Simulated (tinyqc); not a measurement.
# Changing the drain voltage V_D

Model: lateral field, substrate current, probability of reaching the oxide barrier and hot-carrier lifetime of a silicon transistor (pseudo-two-dimensional and lucky-electron models). Computed by tinyqc, a small Python program. Command: `OMP_NUM_THREADS=1 python tinyqc.py 3021735 3021736 out.jsonl hotcar sweep`. One thread of a shared host (Intel(R) Xeon(R) Processor @ 2.30GHz), about 0.01 s of CPU time with the checks.

Local-field models: a lucky carrier gains its energy at the peak field over a path free of collisions. Voltages are magnitudes.

Inputs (values chosen for the exercise, modelled on a silicon p-channel):
```
quantity                             value                      unit
channel length L                      1100                        nm
oxide thickness t                       21                        nm
junction depth x_j                     340                        nm
mobility mu                            120                cm^2/(V s)
saturation velocity v_s                0.7                  1e7 cm/s
threshold voltage V_T                  0.4                         V
gate voltage V_G                       4.1                         V
ionisation prefactor A_i           7.9e+06                      1/cm
ionisation field B_i                  3.67                     MV/cm
hot-carrier mean free path lambda      5.4                        nm
oxide barrier phi_b                    4.6                        eV
interface-trap threshold phi_it        4.6                        eV
lifetime constant H                      4  s microampere/micrometre
```

Drain: abrupt.

Constants: eps_0 = 8.8541878128e-12 F/m.

Method:
- C_ox = 3.9 eps_0/t; F_sat = 2 v_s/mu; V_Dsat = V_ov F_sat L/(V_ov + F_sat L), V_ov = V_G - V_T; I_D/W = C_ox v_s (V_ov - V_Dsat).
- Scale length l = 0.22 t^(1/3) x_j^(1/2) (all in cm); F_m = sqrt(((V_D - V_Dsat)/l_e)^2 + F_sat^2), with l_e = l; length of the velocity-saturated region l_e ln((V_D - V_Dsat)/(l_e F_sat) + F_m/F_sat).
- Substrate current I_sub/I_D = (A_i/B_i)(V_D - V_Dsat) exp(-B_i/F_m); probability of reaching the oxide barrier exp(-phi_b/(e lambda F_m)); lifetime tau = (H/(I_D/W)) exp(phi_it/(e lambda F_m)).

One run for each value; columns: (1) drain voltage V_D (V); (2) lifetime tau (s); (3) substrate current I_sub/W (microampere/micrometre); (4) peak field F_m (kV/cm); (5) probability of reaching phi_b:
```
(1)           (2)         (3)     (4)         (5)
5.40   6.0272e+17  2.8937e-06  193.12  6.9632e-20
6.24   2.0228e+14  1.2101e-04  235.89  2.0747e-16
7.09   5.5017e+11  1.9311e-03  282.03  7.6283e-14
7.93   7.2233e+09  1.4976e-02  329.26  5.8102e-12
8.78   2.5564e+08  7.3795e-02  378.09  1.6417e-10
9.62   1.9340e+07  2.5633e-01  427.03  2.1700e-09
10.50  2.2385e+06  7.3367e-01  478.78  1.8749e-08
11.30  4.5118e+05  1.6162e+00  526.14  9.3021e-08
12.20  1.0111e+05  3.4072e+00  579.69  4.1506e-07
```

Describe the trends.

Over the rows, lifetime tau (s) falls from 6.03e17 to 101000 (exponent d ln y / d ln x -55 between the first rows and -20 between the last); substrate current I_sub/W (microampere/micrometre) rises from 2.89e-6 to 3.41 (exponent d ln y / d ln x 26 between the first rows and 9.7 between the last); peak field F_m (kV/cm) rises from 193 to 580 (exponent d ln y / d ln x 1.4 between the first rows and 1.3 between the last).

Extremes, crossings and ranges named in words are read from the listed rows.
